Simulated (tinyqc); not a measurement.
How the errors depend on the field: Haynes-Shockley experiment: drift, diffusion and decay of a minority-carrier pulse. Computed by tinyqc, a small Python program. Command: `OMP_NUM_THREADS=1 python tinyqc.py 3113591 3113592 out.jsonl haynes walk`. One thread of a shared host (Intel(R) Xeon(R) Processor @ 2.30GHz), about 0.01 s of CPU time with the checks.

A thin sheet of excess carriers is made at x = 0, t = 0 in a long uniform bar; injection is low, so the pulse moves with the minority mobility.

Inputs (values chosen for the exercise, modelled on electrons in p-type germanium in a lightly doped bar): minority mobility mu = 3560 cm^2/(V s); lifetime tau = 22 microsecond; temperature T = 330 K; field F = 11 V/cm; distance d to the collector = 0.9 cm; injected sheet density N0 = 1.7e+10 1/cm^2.

Constants: k_B = 8.617333262e-05 eV/K.

Method:
- D = mu k_B T/e, v = mu F.
- Transit time d/v, diffusion length sqrt(D tau), drift length v tau, Peclet number v d/D = e F d/(k_B T).
- dn(x, t) = N0/sqrt(4 pi D t) exp(-(x - v t)^2/(4 D t) - t/tau).
- At fixed x the signal peaks where d ln(dn)/dt = 0: a t^2 + t/2 - x^2/(4 D) = 0 with a = v^2/(4 D) + 1/tau.
- The full width at half maximum is found by solving dn(x, t) = peak/2 on both sides of the peak.
- With w that width: mu = d/(F t_p); D = (w d)^2/(16 ln2 t_p^3). The field is scaled by the factors listed.

D = 101.236 cm^2/s

Errors of the simple reading:
```
factor  F (V/cm)   v d/D  v^2 tau/(4 D)  error of mu (%)  error of D (%)
0.5          5.5   174.1           20.8           2.9486         0.95526
0.7          7.7   243.7           40.8           1.6286         0.68909
1.0         11.0   348.1           83.3           0.8860         0.48477
1.5         16.5   522.2          187.5           0.4581         0.32396
2.5         27.5   870.3          520.7           0.2109         0.19457
4.0         44.0  1392.5         1333.0           0.1093         0.12162
7.0         77.0  2436.9         4082.3           0.0533         0.06950
```

What follows from these numbers?

The error of mu falls from 2.95 to 0.0533 %. For large v d/D it is about D/(v d) + 2 D/(v^2 tau), here 0.0533 % in the last row: one part from spreading, one from recombination.

Extremes, crossings and ranges named in words are read from the listed rows.
